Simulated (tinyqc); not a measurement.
Inside a calculation: eight-band Kane k.p model with strain. Values are carried at full precision from step to step, so a last printed digit may differ when a step is redone from the rounded ones.

Constants: hbar^2/2m0 = 3.80998211 eV angstrom^2.

Parameters, chosen for this exercise (near those of GaSb; not measured data): Eg = 0.806 eV (gap at Gamma to the s-like level); Dso = 0.715 eV (spin-orbit splitting); Ep = 26.4 eV (Kane energy); me = 0.0404 m0 (electron mass at Gamma); g1 = 13.54 (Luttinger gamma1); g2 = 4.71 (gamma2); g3 = 5.93 (gamma3); a = 6.075 angstrom (lattice constant); a_sub = 6.134 angstrom (lattice constant of the substrate); C11 = 85.5 GPa; C12 = 41.9 GPa; C44 = 42.1 GPa; face = 111 (growth face); ac = -7.84 eV (conduction deformation potential); av = 0.76 eV (valence hydrostatic potential); b = -2.03 eV (tetragonal shear potential); d = -4.81 eV (trigonal shear potential); k = (0.019, 0.012, 0) 1/angstrom (wave vector); kmax = 0.05 1/angstrom (end of the path).

## Derived values

P = sqrt(Ep c); A = 1/me - Ep (Eg + 2 Dso/3)/(Eg (Eg + Dso)) keeps the electron mass; g1' = g1 - Ep/(3 Eg), g2' = g2 - Ep/(6 Eg), g3' = g3 - Ep/(6 Eg) remove the coupling to S that the Luttinger values already hold; L = -c (g1' + 4 g2'), M = -c (g1' - 2 g2'), N = -6 c g3'. c = hbar^2/2m0.

P = 10.0291 eV angstrom
A = -2.8694

g1', g2', g3': 2.6219  -0.7491  0.4709

L, M, N (eV angstrom^2): 1.4262  -15.6971  -10.7657

The coupling to the valence bands supplies 27.62, against 1/me = 24.75; A makes up the difference. The diagonal terms in A and L bend towards the gap, so the set should be tested for spurious states at large k.

## Strain of a layer grown coherently on a (111) face

e_par = (a_sub - a)/a in the plane; no stress along the normal: e_perp = -(2 C11 + 4 C12 - 4 C44)/(C11 + 2 C12 + 4 C44) e_par; exx = eyy = ezz = (2 e_par + e_perp)/3 and exy = eyz = ezx = (e_perp - e_par)/3.

e_par = 0.009712
e_perp = -0.004895

strain tensor in the cubic axes:
```
,x,y,z
x,0.004843,-0.004869,-0.004869
y,-0.004869,0.004843,-0.004869
z,-0.004869,-0.004869,0.004843
```

The layer is under tension in the plane; its volume changes by +1.453 %.

## Strain terms

Strain (Bir-Pikus): H_SS gains ac tr(e); H_XX gains l exx + m (eyy + ezz) and H_XY gains n exy, with l = av + 2 b, m = av - b, n = sqrt(3) d. The sign of av is such that the gap moves by (ac - av) tr(e); the change of P with strain is neglected.

Form the strain terms of the Hamiltonian.

ac tr(e) = -0.11391 eV

strain block of X, Y, Z (the same for both spins) (eV), lower triangle:
```
,X,Y,Z
X,0.01104
Y,0.04056,0.01104
Z,0.04056,0.04056,0.01104
```

## The Hamiltonian at one k

Eight-band Kane model, basis S, X, Y, Z times spin, zero of energy at the top of the unstrained valence band, c = hbar^2/2m0. Within each spin: H_SS = Eg + A c k^2, H_SX = i P kx (likewise Y, Z), H_XX = -Dso/3 + L kx^2 + M (ky^2 + kz^2), H_XY = N kx ky, and cyclic. Spin-orbit term (Dso/3) L.sigma on X, Y, Z with (L_k)_ij = -i epsilon_kij: <X+|H|Y+> = -i Dso/3, <X+|H|Z-> = Dso/3, <Y+|H|Z-> = -i Dso/3, <Z+|H|X-> = -Dso/3, <Z+|H|Y-> = i Dso/3, <X-|H|Y-> = i Dso/3, and their conjugates; + and - are the spin along z. Terms from inversion asymmetry are left out, so every level is twofold.

Fill in the matrix, adding ac tr(e) to H_SS and the strain block to X, Y, Z of each spin.

H(k) (eV), lower triangle (Hermitian):
```
,S+,X+,Y+,Z+,S-,X-,Y-,Z-
S+,0.6866
X+,-0.1906i,-0.2290
Y+,-0.1203i,0.0381+0.2383i,-0.2328
Z+,0,0.0406,0.0406,-0.2352
S-,0,0,0,0,0.6866
X-,0,0,0,-0.2383,-0.1906i,-0.2290
Y-,0,0,0,-0.2383i,-0.1203i,0.0381-0.2383i,-0.2328
Z-,0,0.2383,0.2383i,0,0,0.0406,0.0406,-0.2352
```

## Levels and orbital character

Diagonalise H; the levels come in pairs. The weights are summed over spin and averaged over each pair.

levels, each twofold (eV): -0.7244  -0.0518  0.0193  0.7466

weights:
```
,pair 1,pair 2,pair 3,pair 4
S,0.008,0.032,0.031,0.929
X,0.340,0.419,0.195,0.047
Y,0.329,0.327,0.323,0.021
Z,0.324,0.222,0.452,0.003
```

The conduction pair has 7.1 % valence character at this k; the valence pair with most S character is pair 2 (3.2 %).

## Bands along [110] and [100]

The same diagonalisation at six points |k| = 0, kmax/5, ..., kmax along each direction.

Levels (eV):
```
direction,|k| (1/angstrom),pair 1,pair 2,pair 3,pair 4
[110],0.000,-0.7083,-0.0295,0.0559,0.6921
[110],0.010,-0.7114,-0.0329,0.0467,0.7037
[110],0.020,-0.7209,-0.0455,0.0242,0.7361
[110],0.030,-0.7374,-0.0748,0.0016,0.7840
[110],0.040,-0.7615,-0.1219,-0.0138,0.8421
[110],0.050,-0.7944,-0.1781,-0.0258,0.9063
[100],0.000,-0.7083,-0.0295,0.0559,0.6921
[100],0.010,-0.7117,-0.0353,0.0500,0.7031
[100],0.020,-0.7219,-0.0539,0.0354,0.7343
[100],0.030,-0.7392,-0.0869,0.0182,0.7813
[100],0.040,-0.7639,-0.1319,0.0010,0.8395
[100],0.050,-0.7961,-0.1844,-0.0168,0.9053
```

At kmax the conduction band lies 1.0 meV and the top valence band 8.9 meV apart between the two directions. k.p holds near Gamma; the zone edge lies near 1 1/angstrom.

## Masses at Gamma

m*/m0 = c h^2/(E(h) - E(0)) with |k| = h = 0.0001 1/angstrom; negative values are hole-like.

Masses (m0):
```
direction,pair 1,pair 2,pair 3,pair 4
[110],-0.123,-0.121,-0.039,0.032
[100],-0.112,-0.067,-0.061,0.034
```

Strain has split the top two pairs at Gamma, so each has its own mass tensor; the top pair has -0.039 along [110] and -0.061 along [100].

## Checks

- Electron mass of the unstrained model by finite differences against the input me: both 0.04040.
- Heavy-hole mass along [100] against 1/(g1 - 2 g2): both 0.2427.
- Light-hole mass along [100] against 1/(g1 + 2 g2): both 0.04355.

Computed by tinyqc, a small Python program: `OMP_NUM_THREADS=1 python tinyqc.py 1050880 1050881 out.jsonl` (the numbers bound the seed that draws the inputs); one thread of a shared host (Intel(R) Xeon(R) Processor @ 2.30GHz), about 0.07 s for the whole set of steps.
